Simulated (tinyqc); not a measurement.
From isolated dopants to a band: overlap of hydrogenic dopants: pairs, impurity band and the Mott density.

Ry* = Ry m/eps^2, aB = a0 eps/m. For 1s orbitals a distance rho = R/aB apart, in Ry*: overlap S = exp(-rho)(1 + rho + rho^2/3), J = (2/rho)(1 - (1 + rho) exp(-2 rho)) (attraction to the other ion), Kx = 2 (1 + rho) exp(-rho) (exchange of one electron). One electron on a pair has E = -1 - (J +/- Kx)/(1 +/- S), without the repulsion 2/rho of the ions. Hopping after orthogonalisation: t = (Kx - S J)/(1 - S^2), half the splitting. Dopants on a lattice with z neighbours, n = (3 sqrt3/4)/R^3 (bcc), give a band of width B = 2 z t, as on any lattice of two interpenetrating sublattices. Valleys, central cells and disorder are left out.

Constants: Ry = 13.60569312 eV; a0 (Bohr radius) = 0.5291772105 angstrom.

Values chosen for the exercise (an isotropic mass and dielectric constant of the size used for donors in GaAs; not measured data):
- m = 0.062 m0 (mass)
- eps = 13.2 (dielectric constant)
- z = 8 (neighbours in the dopant lattice)
- u = 0.945 Ry* (cost of a second electron on one dopant)

The distance R/aB is varied; density from the lattice formula.

Against distance:
```
R/aB  n (1/cm^3)  n^(1/3) aB       S  t (meV)  B (meV)    B/u
10.0    9.08e+14       0.109  0.0020   0.0029    0.046  0.010
8.0     1.77e+15       0.136  0.0102   0.0169    0.271  0.059
7.0     2.65e+15       0.156  0.0222   0.0400    0.639  0.140
6.0     4.21e+15       0.182  0.0471   0.0922    1.475  0.322
5.0     7.27e+15       0.218  0.0966   0.2064    3.302  0.722
4.0     1.42e+16       0.273  0.1893   0.4453    7.125  1.557
3.5     2.12e+16       0.312  0.2592   0.6450   10.320  2.256
3.0     3.36e+16       0.364  0.3485   0.9272   14.836  3.243
```

Give the missing row, R/aB = 4.5.

Computed row:
```
R/aB  n (1/cm^3)  n^(1/3) aB       S  t (meV)  B (meV)    B/u
4.5     9.97e+15       0.242  0.1361   0.3046    4.874  1.065
```

critical densities (1/cm^3): B = u 9.44e+15, B = (2/sqrt3) u 1.07e+16, n^(1/3) aB = 0.26 1.23e+16

From R = 10 to 5 aB the density rises eightfold and the band widens by a factor 72, since t falls about as R exp(-R/aB). B passes u at 9.4e+15/cm^3, n^(1/3) aB = 0.238; the screening rule gives a density 1.30 times that. An ordered lattice overstates the ease of conduction, as random spacing localises the tails, and below R = 4 aB (S above 0.19) nearest-neighbour hopping alone is no longer enough.

tinyqc: `OMP_NUM_THREADS=1 python tinyqc.py 1450684 1450685 out.jsonl`; about 0.01 s, one thread, shared Intel(R) Xeon(R) Processor @ 2.30GHz.
